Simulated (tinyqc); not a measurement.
Graded p-n junction, non-linear Poisson equation by Newton steps: one step of the calculation.

One dimension, p side on the left, n side on the right; net doping C = (Nd - Na)/2 + ((Nd + Na)/2) tanh(x/Lg). The potential psi is counted from the intrinsic level, and the quasi-Fermi potentials are flat: 0 for holes and -V for electrons, so n = ni exp((psi + V)/Vt) and p = ni exp(-psi/Vt) (Boltzmann statistics, full ionisation, no current).

Task. Newton step. Solve the tridiagonal system a_(i-1) d_(i-1) + b_i d_i + a_i d_(i+1) = -F_i for nodes 1 to 11, with d = 0 on fixed nodes. Each component d is damped to sign(d) Vt ln(1 + |d|/Vt) before it is added.

Inputs (values chosen for the exercise):

| symbol | value | unit | meaning |
|---|---|---|---|
| T | 400 | K | temperature |

Constants: q = 1.602176634e-19 C, kB = 1.380649e-23 J/K, Vt = kB T/q. Results are converted to the units shown.

coupling a_i, interval 0 to 11 (F/cm^2): [1.4550382e-8, 1.9932030e-8, 2.7540155e-8, 3.8123272e-8, 5.2591742e-8, 7.2751910e-8, 6.3724301e-8, 5.5963008e-8, 4.8772230e-8, 4.3006055e-8, 3.7630298e-8, 3.3194788e-8]

```
node  diagonal b (F/cm^2)  residual F (C/cm^2)
1           -7.7540833e-6        1.9125517e-12
2           -5.6624035e-6        3.3196876e-10
3           -4.1262628e-6         2.0424724e-8
4           -9.8239174e-8         1.2756729e-7
5           -1.2534365e-7         5.4716752e-7
6           -4.9113737e-5        -6.4244609e-7
7           -5.5957576e-5        -1.5704315e-7
8           -6.3946690e-5        -2.7390901e-8
9           -7.2890664e-5        -3.3694842e-9
10          -8.2979891e-5       -3.0372761e-10
11          -9.4404460e-5       -1.9019023e-11
```

psi at the start, node 0 to 12 (V): [-1.4071828, -1.4071828, -1.4071828, -1.4071828, -1.2014962, 0.4235508, 1.5189864, 1.5189864, 1.5189864, 1.5189864, 1.5189864, 1.5189864, 1.5189864]

Wanted: Newton step d, before damping; psi after iteration 1.

Result.

Newton step d, before damping, node 1 to 11 (V): [0.0000, 0.0003, 0.0485, 4.7114, 6.3400, -0.0037, -0.0028, -0.0004, 0.0000, 0.0000, 0.0000]
psi after iteration 1, node 0 to 12 (V): [-1.4072, -1.4072, -1.4069, -1.3769, -1.0317, 0.6035, 1.5155, 1.5163, 1.5186, 1.5189, 1.5190, 1.5190, 1.5190]

Computed by the program tinyqc: `OMP_NUM_THREADS=1 python tinyqc.py 2000046 2000047 out.jsonl`, one thread of a shared Intel Xeon 2.30GHz, about 0.07 s for the whole run.
